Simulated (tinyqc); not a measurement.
Length of a polyene: Hueckel, PPP and singles CI along the polyenes. Computed by the program tinyqc. Hueckel uses the same beta without repulsion; CIS keeps all single excitations and so misses the low, doubly excited 2Ag state. W is the valence ionisation energy of a centre, MN the Mataga-Nishimoto formula, f the oscillator strength.

All-trans chains of carbon centres 1.40 angstrom apart:
```
parameter                               value
beta (eV), times 1 +/- alternation  -2.370000
alternation                          0.050000
W (eV)                              11.160000
gamma_rr (eV)                       10.440000
repulsion formula                        Ohno
```

Gaps and excitations (eV):
```
centres  Hueckel gap  PPP orbital gap  bright singlet (CIS)       f  lowest triplet (CIS)
2             4.9770          12.3040                6.5335  0.5602                3.4205
4             3.2111           9.7393                5.1005  1.0543                2.3800
6             2.4063           8.4378                4.2590  1.4822                1.8837
8             1.9510           7.6608                3.7156  1.8621                1.6143
10            1.6593           7.1521                3.3407  2.2037                1.4529
12            1.4570           6.7988                3.0702  2.5175                1.3491
```

What does the comparison show, and why?

The Hueckel gap tends to 4 x alternation x |beta| = 0.47 eV for long chains. Exchange opens the PPP orbital gap, and the attraction of electron and hole brings the bright state 3.73 eV below it at 12 centres; the triplet lies 1.72 eV lower still.
